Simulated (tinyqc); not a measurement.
Ion implantation: universal nuclear stopping, Lindhard-Scharff electronic stopping and a Gaussian range profile: one step, computed by the program tinyqc. Command: `OMP_NUM_THREADS=1 python tinyqc.py 3018807 3018808 out.jsonl implant walk`. One thread of a shared host (Intel(R) Xeon(R) Processor @ 2.30GHz), about 0.05 s of CPU time with the checks.

An ion slows by elastic collisions with screened nuclei and by friction with electrons; channelling is ignored and the target is uniform.

Task: Anneal. Far from the surface a Gaussian stays Gaussian: sigma^2 = dR_p^2 + 2 D t; peak Q/(sqrt(2 pi) sigma); x_j = R_p + sigma sqrt(2 ln(peak/C_B)).

Inputs (values chosen for the exercise, modelled on carbon ions in copper): dose Q = 4.3e+12 1/cm^2; background C_B = 1.6e+16 1/cm^3; anneal budget D t = 5.6e-13 cm^2.

Follow-up: anneal.

straggle dR_p = 6.370928 nm

projected range R_p = 26.14448 nm

Give: width sigma; peak after the anneal; x_j after the anneal.

Result:

width sigma = 12.35 nm

peak after the anneal = 1.389e+18 1/cm^3

x_j after the anneal = 63.05 nm

Caution: the estimates of R_p and dR_p assume mainly nuclear stopping and an ion not much lighter than the target; here they are rough, and for light ions in heavy targets the straggle can be low by a factor of two or more.
